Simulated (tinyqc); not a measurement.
Adsorption as a lattice gas: isotherms with interactions, competition, desorption peaks and saturation dose: one step, computed by the program tinyqc. Command: `OMP_NUM_THREADS=1 python tinyqc.py 3000002 3000003 out.jsonl adsorb walk`. One thread of a shared host (Intel(R) Xeon(R) Processor @ 2.30GHz), about 0.2 s of CPU time with the checks.

One adsorbate per site; a molecule needs 1 empty site. Gas and surface have the same temperature.

Problem. Coverage with interactions. With u = w/(k_B T). Mean field: theta/(1 - theta) = y exp(-z u theta). Quasi-chemical: theta/(1 - theta) = y [(r - 1 + 2 theta)(1 - theta)/((r + 1 - 2 theta) theta)]^(-z/2) exp(-z u/2), r = sqrt(1 - 4 theta (1 - theta)(1 - exp(-u))).

Inputs (values chosen for the exercise, for a model surface): pair energy w (positive repels) = -0.034 eV; neighbours z = 3; temperature T = 375 K.

Adsorption: molecular (first order).

y = 3.494316

Constants: k_B = 8.617333262e-05 eV/K.

Give: u; coverage, mean field; coverage, quasi-chemical.

Solution.

u = -1.052

coverage, mean field = 0.9875

coverage, quasi-chemical = 0.9871
